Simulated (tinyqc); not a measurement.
Sneak paths and read margin.

Worst-case read of an N x N array without selectors, ideal wires, unselected lines floating and all unselected cells in the low state with resistance K Ron: the sneak path is Rsn = K Ron [2/(N - 1) + 1/(N - 1)^2], in parallel with the selected cell Rc. A sense resistor Ron to ground gives Vout = Vr Ron/(Ron + Rc Rsn/(Rc + Rsn)); margin = [Vout(Rc = Ron) - Vout(Rc = ra Ron)]/Vr.

Inputs (values chosen for the exercise):

| symbol | value | unit | meaning |
|---|---|---|---|
| Ron | 100 | kohm | resistance of the low state |
| ra | 1000 |  | ratio Roff/Ron |
| K | 1 |  | factor by which unselected cells are more resistive |
| Vr | 0.3 | V | read voltage |

Result of one run:

| Rsn (kohm) | Vout, low state (mV) | Vout, high state (mV) | margin (%) |
|---|---|---|---|
| 6.556 | 282.6 | 281.5 | 0.3562 |

Which array size N gave this result: 2, 3, 4 or 32?

N = 32.

The whole series:

| N | Rsn (kohm) | Vout, low state (mV) | Vout, high state (mV) | margin (%) |
|---|---|---|---|---|
| 2 | 300.0 | 171.4 | 75.17 | 32.09 |
| 3 | 125.0 | 192.9 | 133.4 | 19.81 |
| 4 | 77.78 | 208.7 | 168.8 | 13.30 |
| 8 | 30.61 | 243.0 | 229.7 | 4.445 |
| 16 | 13.78 | 267.6 | 263.7 | 1.307 |
| 32 | 6.556 | 282.6 | 281.5 | 0.3562 |
| 64 | 3.200 | 291.0 | 290.7 | 0.09315 |
| 128 | 1.581 | 295.4 | 295.3 | 0.02383 |
| 256 | 0.7859 | 297.7 | 297.7 | 0.006027 |

The margin falls from 32.1 to 0.00603 %; a lone cell has 49.9 %. It first drops below 10 % at N = 8 among the rows, where Rsn = 0.31 Ron. Between the last two rows it goes as N^(-1.98).

Numbers from tinyqc (`OMP_NUM_THREADS=1 python tinyqc.py 2880107 2880108 out.jsonl`; about 0.01 s on one thread of a shared Intel Xeon 2.30GHz).
